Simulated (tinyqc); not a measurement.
Physical sputtering: collision-cascade yield, angular dependence, faceting and resputtering in deposition: one step, computed by the program tinyqc.

Ions start collision cascades; atoms that reach the surface with more than U leave. The target is amorphous or fine-grained.

Problem. Oblique incidence. Angular law: Y/Y0 = t^f exp(-f cos(a_opt)(t - 1)), t = 1/cos(angle), largest at a_opt. A plane tilted by the angle recedes along the beam at a speed proportional to Y(angle), and along its own normal as Y cos(angle).

Inputs (values chosen for the exercise, modelled on krypton ions on cobalt): angular exponent f = 1.5; angle of the largest yield = 56 degrees; angle of incidence = 10 degrees.

yield Y0 = 4.223366 atoms per ion

Give: Y/Y0 at the angle; yield at the angle; normal speed relative to a flat surface; largest Y/Y0.

Solution.

Y/Y0 at the angle = 1.010

yield at the angle = 4.266 atoms per ion

normal speed relative to a flat surface = 0.9947

largest Y/Y0 = 1.235
